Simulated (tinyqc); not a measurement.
Worked calculation: extended Hueckel theory, for BeH2. One step of it, computed by the program tinyqc.

Task: Wolfsberg-Helmholz matrix. H_ij = K' S_ij (H_ii + H_jj)/2 for i != j (the diagonal keeps H_ii), with K' = 2.

overlap S:
```
           1Be 2s   1Be 2px    1Be 2py   1Be 2pz     2H 1s      3H 1s
1Be 2s   1.000000  0.000000   0.000000  0.000000  0.449712   0.449712
1Be 2px  0.000000  1.000000   0.000000  0.000000  0.000000   0.000000
1Be 2py  0.000000  0.000000   1.000000  0.000000  0.539531  -0.539531
1Be 2pz  0.000000  0.000000   0.000000  1.000000  0.033646   0.033646
2H 1s    0.449712  0.000000   0.539531  0.033646  1.000000   0.029692
3H 1s    0.449712  0.000000  -0.539531  0.033646  0.029692   1.000000
```

diagonal H_ii (eV): 1Be 2s -10.000000, 1Be 2px -6.000000, 1Be 2py -6.000000, 1Be 2pz -6.000000, 2H 1s -13.600000, 3H 1s -13.600000

K = 2.000000

Give: H.

Result:

H (eV):
```
           1Be 2s  1Be 2px   1Be 2py  1Be 2pz     2H 1s     3H 1s
1Be 2s   -10.0000   0.0000    0.0000   0.0000  -10.6132  -10.6132
1Be 2px    0.0000  -6.0000    0.0000   0.0000    0.0000    0.0000
1Be 2py    0.0000   0.0000   -6.0000   0.0000  -10.5748   10.5748
1Be 2pz    0.0000   0.0000    0.0000  -6.0000   -0.6595   -0.6595
2H 1s    -10.6132   0.0000  -10.5748  -0.6595  -13.6000   -0.8076
3H 1s    -10.6132   0.0000   10.5748  -0.6595   -0.8076  -13.6000
```
